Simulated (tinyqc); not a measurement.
MOSFET in the linear regime without short-channel effects, parameter extraction from computed curves: two steps of the calculation.

Inversion charge Q = Cox n Vt W0(exp((Vg - VT)/(n Vt))), W0 the Lambert function and n = nf; u = Q/Cox; mobility mu = mu0/(1 + th1 u + th2 u^2); channel resistance Rch = (L - dL)/(W mu Q); Id = Vd/(Rch + Rsd/W). Cox = eps0 eox/tox. Small Vd, no channel-length or drain effects.

Parameters, values chosen for the exercise; channel values of the order met in silicon transistors: relative permittivity of the gate insulator (close to zirconium oxide) eox = 24.4; insulator thickness tox = 10 nm; low-field mobility mu0 = 170 cm^2/(V s); second mobility attenuation factor th2 = 0.15 1/V^2; threshold voltage VT = 0.43 V; gate width W = 1 um; drawn gate length L = 0.45 um; drawn less effective length dL = 0.005 um; drain voltage Vd = 0.05 V.

Constants: eps0 = 8.8541878128e-14 F/cm where lengths are in cm. Results are converted to the units shown.

Problem 1. Threshold and mobility at the peak transconductance. gm_i = (Id_(i+1) - Id_(i-1))/(Vg_(i+1) - Vg_(i-1)); at the point j of largest gm the tangent meets the axis at V_ext = Vg_j - Id_j/gm_j; field-effect mobility gm_j L/(W Cox Vd) with the drawn L.

```
point  Vg (V)       Id (uA)
0        0.27  1.4439126e-8
1        0.35  7.4649380e-5
2        0.43    0.21838570
3        0.51     2.4907832
4        0.59     5.2073400
5        0.67     7.8265768
6        0.75     10.279298
7        0.83     12.551784
8        0.91     14.645050
9        0.99     16.565555
10       1.07     18.322047
11       1.15     19.924219
```

Find: gm; j; V_ext; field-effect mobility.

Solution 1.

gm, point 1 to 10 (uS): 1.365  15.57  31.18  33.35  31.70  29.53  27.29  25.09  22.98  20.99
j = 4
V_ext = 0.4339 V
field-effect mobility = 138.9 cm^2/(V s)

V_ext is 3.9 mV above the model VT, and the mobility so found is 19 % below mu0 L/(L - dL) = 172 cm^2/(V s), the value for the drawn L; attenuation, series resistance and the slow approach of Q to a straight line all lower the peak gm.

Problem 2. The Y function. Y_i = Id_i/sqrt(gm_i). For Id = beta Vd x/(1 + th x), x = Vg - VT, Y = sqrt(beta Vd) x whatever th. Slope s from points 7 and 10; VT_Y = Vg - Y/s at point 10; beta = s^2/Vd; mobility beta L/(W Cox) with the drawn L; th* = (beta Vd x/Id - 1)/x at point 10.

```
point  Vg (V)       Id (uA)
0        0.27  1.4439126e-8
1        0.35  7.4649380e-5
2        0.43    0.21838570
3        0.51     2.4907832
4        0.59     5.2073400
5        0.67     7.8265768
6        0.75     10.279298
7        0.83     12.551784
8        0.91     14.645050
9        0.99     16.565555
10       1.07     18.322047
11       1.15     19.924219
```

gm, point 1 to 10 (uS): 1.3649105  15.566928  31.180964  33.348710  31.699740  29.532544  27.285947  25.086068  22.981229  20.991655

Give: Y; s; VT_Y; beta; mobility from Y; th*.

Solution 2.

Y, point 1 to 10 (uA^0.5 V^0.5): 6.3896e-5  0.055351  0.44606  0.90173  1.3901  1.8915  2.4029  2.9240  3.4556  3.9990
s = 6.6504 uA^0.5 V^-0.5
VT_Y = 0.46868 V
beta = 884.55 uA/V^2
mobility from Y = 184.25 cm^2/(V s)
th* = 0.75089 1/V

The mobility from Y is 7.2 % above mu0 L/(L - dL) = 172 cm^2/(V s), which it should reach in deep inversion when th2 = 0.

tinyqc, about 0.01 s, one thread, Intel Xeon 2.30GHz (shared host): `OMP_NUM_THREADS=1 python tinyqc.py 2210068 2210069 out.jsonl`
